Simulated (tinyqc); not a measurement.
Planar ballistic transistor, top-of-the-barrier model: effect of the effective mass.

At the top of the source barrier, states moving towards the drain are filled by the source (Fermi level 0) and states moving back by the drain (Fermi level -q Vd); nothing scatters. U is the shift of the band edge there, set by the capacitances CG, CD and CS (the total) and by the charge. Parabolic two-dimensional band; the source is grounded.

N0 = gv m kB T/(pi hbar^2), CG = eps0 eox/tox, vT = sqrt(2 kB T/(pi m)), CS = CG/aG, n0 = n at U = 0 and Vd = 0. eta1 = -(E0 + U)/Vt, eta2 = eta1 - Vd/Vt, n = (N0/2)[F_0(eta1) + F_0(eta2)], F_0(x) = ln(1 + exp x). U = UL + q (n - n0)/CS with UL = -(aG Vg + aD Vd), energies in eV. I = q (N0/2) vT [F_(1/2)(eta1) - F_(1/2)(eta2)] per width, F_(1/2)(x) = (2/sqrt(pi)) int_0^infinity u^(1/2)/(1 + exp(u - x)) du. CQ = (q/Vt) dn/d(eta1). E0 is held fixed.

Parameters, values chosen for the exercise; mass and valleys close to those of indium arsenide:
```
symbol,value,unit,meaning
T,300,K,temperature
gv,1,,valley degeneracy
eox,3.9,,relative permittivity of the gate insulator
tox,2.1,nm,insulator thickness
aG,0.96,,gate control CG/CS
aD,0.021,,drain control CD/CS
E0,0.25,eV,band edge at the barrier top above the source Fermi level at zero bias
Vg,0.4,V,gate voltage
Vd,0.4,V,drain voltage
```

Constants: q = 1.602176634e-19 C, kB = 1.380649e-23 J/K, hbar = 1.054571817e-34 J s, m0 = 9.1093837015e-31 kg, Vt = kB T/q, eps0 = 8.8541878128e-14 F/cm where lengths are in cm. Results are converted to the units shown.

Result of one run:
```
eta1,n (cm^-2),I (uA/um),mean velocity I/(q n) (cm/s),CQ/CS
0.2711,1.448e12,248.4,1.071e7,3.547
```

Which effective mass m gave this result: 0.02, 0.05, 0.13 or 0.32 m0?

m = 0.32 m0.

The whole series:
```
m (m0),eta1,n (cm^-2),I (uA/um),mean velocity I/(q n) (cm/s),CQ/CS
0.02,3.955,4.292e11,422.2,6.140e7,0.3834
0.032,3.376,5.892e11,433.8,4.595e7,0.6045
0.05,2.756,7.607e11,421.1,3.455e7,0.9185
0.08,2.077,9.483e11,386.8,2.546e7,1.389
0.13,1.398,1.136e12,338.9,1.862e7,2.036
0.2,0.8358,1.292e12,294.1,1.421e7,2.726
0.32,0.2711,1.448e12,248.4,1.071e7,3.547
0.5,-0.2248,1.585e12,210.1,8.276e6,4.337
0.8,-0.7148,1.720e12,175.6,6.371e6,5.135
```

As m goes from 0.02 to 0.8 m0, n rises from 4.29e11 to 1.72e12 cm^-2, the mean velocity falls from 6.14e7 to 6.37e6 cm/s and the current goes from 422 through a maximum of 434 (at m = 0.032 m0 among the rows listed) to 176 uA/um. CQ/CS goes from 0.38 to 5.1. A light mass gives fast carriers but too few states, a heavy one charge but slow carriers, hence the maximum between.

Numbers from tinyqc (`OMP_NUM_THREADS=1 python tinyqc.py 2400003 2400004 out.jsonl`; about 0.01 s on one thread of a shared Intel Xeon 2.30GHz).
